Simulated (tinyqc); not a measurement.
Hubbard ring of 3 sites, step by step. One step of it, computed by the program tinyqc.

Question. The many-body Hamiltonian. Basis: all placements (u, d, 2, 0 on each site), up operators ordered before down ones; hops carry the sign of the same-spin electrons passed.

one-body matrix (hopping and site energies) (eV):
```
           1          2          3
1   0.000000  -0.860000  -0.860000
2  -0.860000   0.000000  -0.860000
3  -0.860000  -0.860000   0.000000
```

U = 10.100000 eV

electrons, up and down: 1  1

Give: H.

Answer.

H (eV):
```
         200      ud0      u0d      du0      020      0ud      d0u      0du
200  10.1000  -0.8600  -0.8600  -0.8600   0.0000   0.0000  -0.8600   0.0000
ud0  -0.8600   0.0000  -0.8600   0.0000  -0.8600   0.0000   0.0000  -0.8600
u0d  -0.8600  -0.8600   0.0000   0.0000   0.0000  -0.8600   0.0000   0.0000
du0  -0.8600   0.0000   0.0000   0.0000  -0.8600  -0.8600  -0.8600   0.0000
020   0.0000  -0.8600   0.0000  -0.8600  10.1000  -0.8600   0.0000  -0.8600
0ud   0.0000   0.0000  -0.8600  -0.8600  -0.8600   0.0000   0.0000   0.0000
d0u  -0.8600   0.0000   0.0000  -0.8600   0.0000   0.0000   0.0000  -0.8600
0du   0.0000  -0.8600   0.0000   0.0000  -0.8600   0.0000  -0.8600   0.0000
002   0.0000   0.0000  -0.8600   0.0000   0.0000  -0.8600  -0.8600  -0.8600

         002
200   0.0000
ud0   0.0000
u0d  -0.8600
du0   0.0000
020   0.0000
0ud  -0.8600
d0u  -0.8600
0du  -0.8600
002  10.1000
```
